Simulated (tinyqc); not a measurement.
From one set of inputs to another, one input at a time: polytypes and stacking faults of a tetrahedral semiconductor in an axial Ising model with couplings up to third neighbours. Computed by tinyqc, a small Python program. Command: `OMP_NUM_THREADS=1 python tinyqc.py 3014655 3014656 out.jsonl polytype ladder`. One thread of a shared host (Intel(R) Xeon(R) Processor @ 2.30GHz), about 0.02 s of CPU time with the checks.

Each double layer has s = +1 or -1 for the sense of its stacking step; E per pair of atoms = E0 - sum_n J_n <s_i s_(i+n)>, n = 1, 2, 3. Hexagonality h = (1 - <s_i s_(i+1)>)/2.

The inputs printed are set A. Inputs not listed in the table keep their values of set A, so the rows need not describe a real material.

Inputs (values chosen for the exercise, of the order of those of silicon for J, a, G and the gaps):

| quantity | value | unit |
|---|---|---|
| J1 | 10.3 | meV/pair |
| J2 | -0.748 | meV/pair |
| J3 | -0.36 | meV/pair |
| basal lattice constant a | 3.84 | angstrom |
| shear modulus G | 67.5 | GPa |
| Poisson ratio nu | 0.19 | - |
| binding energy of the fault level E_b | 0.064 | eV |
| in-plane mass m | 0.3 | m0 |
| effective density of states N_c at 300 K | 1.9e+19 | 1/cm^3 |
| electron density n | 4e+16 | 1/cm^3 |
| temperature T | 500 | K |

Host polytype: 3C.

fault coefficients k_n:
```
               J1  J2  J3
intrinsic       4   4   4
extrinsic       4   8   8
twin boundary   2   4   6
```

Constants: 1 eV/angstrom^2 = 16.02176634 J/m^2; m_0 = 9.1093837015e-31 kg; hbar = 1.054571817e-34 J s; k_B = 1.380649e-23 J/K; k_B = 8.617333262e-05 eV/K.

Method:
- Faults in 3C: the sequences intrinsic (-), extrinsic (--), twin boundary (+ turns to -) are put between perfect repeats; k_n = (layers x C_n of the host) - sum_i s_i s_(i+n). gamma = sum k_n J_n/A, A = (sqrt 3/2) a^2; 1 meV/angstrom^2 = 16.02177 mJ/m^2.
- Screw line, bounded by the intrinsic fault of energy gamma: b = a, partials b_p = a/sqrt 3; d = G b_p^2 (2 - 3 nu)/(8 pi gamma (1 - nu)). One partial is driven off by the shear stress gamma/b_p along its Burgers vector.
- The fault binds electrons in a two-dimensional band E_b below the conduction edge, g2 = m m0/(pi hbar^2) for one valley. With the Fermi level held by the bulk, eta = ln[n/N_c(T)], N_c(T) = N_c (T/300)^1.5, the grand potential falls by g2 (k_B T)^2 F1(x), x = eta + E_b/(k_B T), F1(x) = integral from 0 to infinity of ln(1 + exp(x - t)) dt; sheet density g2 k_B T ln(1 + e^x). Band bending by the trapped charge is left out, so the gain is an upper bound.
- Net fault energy = gamma of the intrinsic fault less the electronic gain.

Each row keeps all changes above it:

| input moved | from | to | energy of the glide fault, intrinsic (mJ/m^2) | splitting width d (nm) | electronic gain (mJ/m^2) |
|---|---|---|---|---|---|
| set A | - | - | 46.130 | 5.0521 | 0.001609 |
| J3 (meV/pair) | -0.36 | -0.13 | 47.285 | 4.9287 | 0.001609 |
| electron density n (1/cm^3) | 4e+16 | 6.6e+17 | 47.285 | 4.9287 | 0.026119 |
| temperature T (K) | 500 | 350 | 47.285 | 4.9287 | 0.039830 |
| shear modulus G (GPa) | 67.5 | 50.6 | 47.285 | 3.6947 | 0.039830 |
| effective density of states N_c at 300 K (1/cm^3) | 1.9e+19 | 3.2e+19 | 47.285 | 3.6947 | 0.024150 |
| binding energy of the fault level E_b (eV) | 0.064 | 0.075 | 47.285 | 3.6947 | 0.034308 |
| basal lattice constant a (angstrom) | 3.84 | 4 | 43.578 | 4.3501 | 0.034308 |

Where does the difference come from?

Energy of the glide fault, intrinsic goes from 46.1 to 43.6, a factor 0.945 in all. The largest single move comes from basal lattice constant a (a factor 0.922), and J3 works against it (a factor 1.025). Splitting width d goes from 5.05 to 4.35, a factor 0.861 in all. The largest single move comes from shear modulus G (a factor 0.750), and basal lattice constant a works against it (a factor 1.18). Electronic gain goes from 0.00161 to 0.0343, a factor 21.3 in all. The largest single move comes from electron density n (a factor 16.2), and effective density of states N_c at 300 K works against it (a factor 0.606). The single moves hold for this order of the switches; the total does not depend on the order.

Extremes, crossings and ranges named in words are read from the listed rows.
